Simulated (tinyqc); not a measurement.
Inside a calculation: interface roughness in a thin film (subband fluctuation and scattering). Values are carried at full precision from step to step, so a last printed digit may differ when a step is redone from the rounded ones.

Square well of width t, barriers V0, c = hbar^2/2m0: E1 solves k t + 2 atan[(k/mz)/(kappa/mb)] = pi, k = sqrt(mz E/c), kappa = sqrt(mb (V0 - E)/c). One interface is rough, so the subband edge fluctuates by G dt with G = |dE1/dt| (central difference of 0.01 angstrom; 2 E1/t for hard walls).

Constants: hbar^2/2m0 = 3.80998211 eV angstrom^2; e^2/(4 pi eps0) = 14.39964547 eV angstrom; hbar = 6.58211957e-16 eV s.

Parameters, chosen for this exercise (near those of a thin Ge channel on (111), one valley; not measured data): t = 24 angstrom (film thickness); mz = 1.577 m0 (confinement mass); V0 = 2.33 eV (barrier); mb = 0.31 m0 (barrier mass); D = 1.2 angstrom (rms height of the roughness); md = 0.083 m0 (mass in the plane); gv = 1 (valleys); Lc = 30 angstrom (correlation length); Ns = 0.85 x 1e12/cm^2 (sheet density); eps = 12.2 (mean dielectric constant at the channel); Lg = 300 angstrom (gate length); Wg = 400 angstrom (gate width).

## Sensitivity of the level to thickness

Give E1, G, the hard-wall values and the rms fluctuation G D.

E1 = 38.43 meV
G = |dE1/dt| = 3.0839 meV/angstrom

hard walls: E1 (meV) and G (meV/angstrom): [41.397, 3.450]

G D = 3.70 meV

Hard walls overstate G by a factor 1.12, and the scattering rate, which goes as G^2, by 1.25.

## The angular integrand

Gaussian roughness spectrum S(q) = pi D^2 Lc^2 exp(-q^2 Lc^2/4). Degenerate gas, taken to fill one subband (the second starts to fill once c kF^2/md exceeds E2 - E1, which is not tested here): kF = sqrt(2 pi Ns/gv), q = 2 kF sin(theta/2), 1/tau = (md/(2 pi c hbar)) G^2 times the integral from 0 to pi of S(q)(1 - cos theta)/eps(q)^2 dtheta, eps(q) = 1 + qs/q with screening (qs = gv md q0/(c eps), q0 = e^2/(4 pi eps0), form factors left out, which overstates the screening; other scattering is left out too, so these values lie far above measured mobilities in all but the thinnest films) or 1 without; mobility = tau c2/md with c2 = e/m0 = 1.75882e15 cm^2/(V s^2); 1e12/cm^2 = 1e-4/angstrom^2.

kF, qs, and exp(-q^2 Lc^2/4)(1 - cos theta) without and with the factor 1/eps^2 at theta = 30, 60, ..., 180 degrees.

kF = 0.02311 1/angstrom
qs = 0.0257 1/angstrom

Integrand:
```
theta  q (1/angstrom)   bare  eps(q)  screened
30             0.0120  0.130    3.15    0.0131
60             0.0231  0.443    2.11    0.0993
90             0.0327  0.786    1.79     0.246
120            0.0400   1.05    1.64     0.388
150            0.0446   1.19    1.58     0.480
180            0.0462   1.24    1.56     0.511
```

kF Lc = 0.69: the roughness is short-ranged for these electrons, and back-scattering dominates.

## Scattering time and mobility

Integrate over theta.

Results:
```
case      integral  tau (fs)  mobility (cm^2/(V s))
bare         2.207      2221              4.707e+04
screened    0.7757      6320              1.339e+05
```

Screening raises the mobility by a factor 2.8. With it kF l = 471, so by this rate the carriers are far from localisation. Phonons, and the gate field that presses carriers to the wall, limit real channels far below this value.

## Threshold variation

Averaged over an area A = Lg Wg much larger than Lc^2, the thickness varies by D sqrt(pi Lc^2/A), so sigma(Vt) = G D Lc sqrt(pi/A)/e; the Pelgrom coefficient is sigma sqrt(A) (1 micrometre = 1e4 angstrom).

rms of the mean thickness = 0.184 angstrom
sigma(Vt) = 0.568 mV
coefficient = 0.0197 mV micrometre

The electrostatic effect of the thickness is left out.

## Checks

- G from the envelope at the wall, psi(t/2)^2 (E1 + c mz (kappa/mb)^2), against the difference quotient, meV/angstrom: both 3.084.
- Bare integral for Lc -> 0 against pi: both 3.1416.

tinyqc: `OMP_NUM_THREADS=1 python tinyqc.py 1280864 1280865 out.jsonl`; about 0.01 s, one thread, shared Intel(R) Xeon(R) Processor @ 2.30GHz.
